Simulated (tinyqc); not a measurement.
Q-state Potts model on a small periodic square lattice: enumeration, Metropolis, heat-bath and Wolff steps: one step, computed by the program tinyqc. Command: `OMP_NUM_THREADS=1 python tinyqc.py 3111587 3111588 out.jsonl potts walk`. One thread of a shared host (Intel(R) Xeon(R) Processor @ 2.30GHz), about 0.1 s of CPU time with the checks.

E = -J x (number of nearest-neighbour bonds with equal states); n x n sites with periodic edges have 2 n^2 bonds. Order parameter m = (q f - 1)/(q - 1), f being the largest share of one state. Sites are numbered row by row from 0. Here q = 2 and n = 4.

Question. Eight single-site steps. Site = floor(r1 n^2). State c is drawn with probability exp(K k_c)/sum exp(K k), k_c the number of neighbours in state c: the first c whose cumulative probability reaches r2; r3 is not used.

Inputs (values chosen for the exercise, for a model of domains or grain orientations): temperature T = 419 K.

Update: heat bath.

start states:
```
   1  2  3  4
1  0  1  1  1
2  1  1  1  0
3  0  0  0  0
4  0  1  0  1
```

random numbers, one row a step:
```
        1       2       3
1  0.9406  0.0351  0.4652
2  0.1717  0.1067  0.8434
3  0.4611  0.4915  0.6837
4  0.8240  0.6265  0.2779
5  0.5401  0.5843  0.9204
6  0.7944  0.3320  0.4936
7  0.6297  0.9888  0.8015
8  0.2240  0.4601  0.2328
```

K = 0.6093064

Give: the table «Steps» with the columns old, neighbours in each state, P(old), P(new), new, for site = 15, 2, 7, 13, 8, 12, 10, 3; states afterwards.

Answer.

Steps:
```
site  old  neighbours in each state   P(old)   P(new)  new
15      1                       3 1  0.22818  0.77182    0
2       1                       1 3  0.77182  0.22818    0
7       0                       1 3  0.22818  0.77182    1
13      1                       3 1  0.22818  0.77182    0
8       0                       3 1  0.77182  0.77182    0
12      0                       4 0  0.91962  0.91962    0
10      0                       3 1  0.77182  0.22818    1
3       1                       3 1  0.22818  0.77182    0
```

states afterwards:
```
   1  2  3  4
1  0  1  0  0
2  1  1  1  1
3  0  0  1  0
4  0  0  0  0
```
